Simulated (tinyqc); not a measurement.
Worked calculation: Hubbard chain of 2 sites. One step of it, computed by the program tinyqc.

Question. Mean-field iteration 2. H(up) = T + U n(down), H(down) = T + U n(up); fill the lowest levels; n(new) = n + mixing (n(out) - n); E = tr T (rho up + rho down) + U sum n_up n_down of the output.

one-body matrix (hopping and site energies) (eV):
```
           1          2
1   0.000000  -0.720000
2  -0.720000   0.000000
```

U = 11.000000 eV

electrons, up and down: 1  1

mixing = 1

n(up) after iteration 1: 1 0.803520, 2 0.196480

n(down) after iteration 1: 1 0.196480, 2 0.803520

Give: levels, up; levels, down; energy; n(up) after iteration 2; n(down) after iteration 2.

Answer.

levels, up (eV): 2.085  8.915

levels, down (eV): 2.085  8.915

energy = -0.059 eV

n(up) after iteration 2: 1 0.989, 2 0.011

n(down) after iteration 2: 1 0.011, 2 0.989
